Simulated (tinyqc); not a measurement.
Activation energy from two powers.

Question. P(T) = Pd + Pl (T/300 K)^2 exp[(q Ea/kB)(1/(300 K) - 1/T)]. Find Ea and Pl.

Parameters, values chosen for the exercise: temperature-independent switching power Pd = 2.7 W.

Constants: q = 1.602176634e-19 C, kB = 1.380649e-23 J/K. Results are converted to the units shown.

P at T = 380 and 420 K (W): [2.76717590, 3.03146216]

Solution. Subtract Pd; the ratio of the leakage powers, divided by the T^2 factors, is an Arrhenius factor.

Ea = 0.4800 eV
Pl = 8.400e-4 W

tinyqc, about 0.01 s, one thread, Intel Xeon 2.30GHz (shared host): `OMP_NUM_THREADS=1 python tinyqc.py 2520148 2520149 out.jsonl`
